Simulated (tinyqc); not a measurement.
# Carrier lifetime of a p-type layer with SRH, radiative, Auger and surface recombination: what changes with what

Uniform excess density dn = dp (no trapping), n = n0 + dn, p = p0 + dn, Boltzmann statistics, full ionisation. Surfaces enter as a rate 2 S dn/d, which holds while diffusion to them is fast.

Inputs (values chosen for the exercise); band and dielectric values close to those of In0.53Ga0.47As:
```
symbol,value,unit,meaning
T,300,K,temperature
Eg,0.738,eV,band gap
Nc,2.11e17,cm^-3,conduction-band density of states at T
Nv,7.61e18,cm^-3,valence-band density of states at T
B,1.01e-10,cm^3/s,radiative coefficient
N,7.6e15,cm^-3,acceptor density
Cn,1.8e-29,cm^6/s,Auger coefficient (two electrons)
Cp,6.8e-30,cm^6/s,Auger coefficient (two holes)
Nt,1.1e12,cm^-3,trap density
sn,5e-16,cm^2,capture cross-section for electrons
sp,1e-14,cm^2,capture cross-section for holes
vth,1.4e7,cm/s,thermal velocity (both carriers)
Et,0.61,eV,trap level below the conduction band
S,0,cm/s,surface recombination velocity (both faces)
d,20,um,sample thickness
```

Constants: q = 1.602176634e-19 C, kB = 1.380649e-23 J/K, Vt = kB T/q. Results are converted to the units shown.

Each table varies one quantity; the others keep the values above.

## Lifetime against injection

ni = sqrt(Nc Nv) exp(-Eg/(2 Vt)), Eg in volts; majority density N/2 + sqrt(N^2/4 + ni^2), n0 p0 = ni^2; n1 = Nc exp(-Et/Vt), p1 = Nv exp((Et - Eg)/Vt); tn0 = 1/(sn vth Nt), tp0 = 1/(sp vth Nt). With e = n p - ni^2 = dn (n0 + p0 + dn): U_SRH = e/(tp0 (n + n1) + tn0 (p + p1)), U_rad = B e, U_Aug = (Cn n + Cp p) e, U_s = 2 S dn/d. Each tau is dn over its rate; tau = dn/U with U the sum.

Lifetime against injection:
```
dn (cm^-3)	tau_SRH (s)	tau_rad (s)	tau_Aug (s)	tau (s)	radiative share (%)	largest path
1e11	0.0010498	1.3027e-6	0.0025459	1.3005e-6	99.825	radiative
1e12	0.0010497	1.3026e-6	0.0025445	1.3003e-6	99.825	radiative
1e13	0.0010486	1.3010e-6	0.0025305	1.2988e-6	99.825	radiative
1e14	0.0010380	1.2858e-6	0.0023979	1.2836e-6	99.823	radiative
1e15	9.4362e-4	1.1513e-6	0.0015204	1.1490e-6	99.803	radiative
1e16	5.3082e-4	5.6256e-7	1.8960e-4	5.6030e-7	99.599	radiative
1e17	2.0088e-4	9.2017e-8	3.6710e-6	8.9726e-8	97.511	radiative
1e18	1.4325e-4	9.8263e-9	3.9935e-8	7.8855e-9	80.249	radiative
1e19	1.3706e-4	9.8935e-10	4.0284e-10	2.8627e-10	28.935	Auger
```

Read the table: what changes, and by how much?

Radiative recombination leads at dn = 1e11, Auger from 1e19 on. The total lifetime falls from 1.30e-6 to 2.86e-10 s. tau_SRH goes from 0.00105 s (low-injection limit 0.00105 s) to 1.37e-4 s (high-injection limit tn0 + tp0 = 1.36e-4 s). Between the last two rows tau_rad goes as dn^(-1.00) and tau_Aug as dn^(-2.00); the radiative share falls from 99.8 to 28.9 %. For dn = 1e17, 1e18, 1e19 the carriers are degenerate, where B and the Auger coefficients no longer stay constant.

## Effect of the acceptor density at dn = 4e15 cm^-3

Same model as above.

Here dn = 4e15 cm^-3.

Effect of the acceptor density at dn = 4e15 cm^-3:
```
N (cm^-3)	tau_SRH (s)	tau_rad (s)	tau_Aug (s)	tau (s)	radiative share (%)	largest path
1e14	0.001842	2.415e-6	0.002442	2.409e-6	99.77	radiative
4e14	0.001725	2.250e-6	0.002230	2.245e-6	99.77	radiative
1e15	0.001533	1.980e-6	0.001887	1.976e-6	99.77	radiative
5e15	9.096e-4	1.100e-6	8.342e-4	1.097e-6	99.75	radiative
2e16	4.223e-4	4.125e-7	1.772e-4	4.112e-7	99.67	radiative
8e16	2.134e-4	1.179e-7	1.851e-5	1.171e-7	99.31	radiative
3e17	1.530e-4	3.257e-8	1.538e-6	3.189e-8	97.91	radiative
1e18	1.369e-4	9.862e-9	1.444e-7	9.230e-9	93.60	radiative
```

Radiative recombination leads at N = 1e14 and in all other rows. tau_SRH falls from 0.00184 to 1.37e-4 s and the total lifetime falls from 2.41e-6 to 9.23e-9 s. Between the last two rows tau_rad goes as N^(-0.99) and tau_Aug as N^(-1.96).

tinyqc, about 0.01 s, one thread, Intel Xeon 2.30GHz (shared host): `OMP_NUM_THREADS=1 python tinyqc.py 2300121 2300122 out.jsonl`
